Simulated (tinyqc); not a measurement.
Gate work function from the charge.

Problem. For an undoped double gate, Q = 8 eps0 eps_r Vt beta tan(beta)/ts with 0 < beta < pi/2, and at the source (Vg - dphi)/(2 Vt) - ln[(2/ts) sqrt(2 eps0 eps_r Vt/(q ni))] = ln(beta) - ln(cos beta) + 2 r beta tan(beta), r = eps_r tox/(eox ts). Find beta and dphi.

Parameters, values chosen for the exercise; material values close to those of gallium arsenide:
- T = 400 K (temperature)
- eps_r = 12.9 (relative permittivity of the semiconductor)
- eox = 21 (relative permittivity of the gate insulator)
- tox = 3 nm (insulator thickness)
- ts = 15 nm (body thickness)
- Vg = 0.75 V (gate voltage)

Constants: q = 1.602176634e-19 C, kB = 1.380649e-23 J/K, Vt = kB T/q, eps0 = 8.8541878128e-14 F/cm where lengths are in cm. Results are converted to the units shown.

Qs = 4.5226605 nC/cm^2
ni = 4.0522158e9 cm^-3

Solution. beta tan(beta) rises from 0 without bound on the interval, so the charge fixes beta; the second relation is then explicit in dphi.

beta = 0.146
dphi = 0.220 V

Program tinyqc, `OMP_NUM_THREADS=1 python tinyqc.py 2440122 2440123 out.jsonl`; Intel Xeon 2.30GHz, shared host, one thread, about 0.03 s.
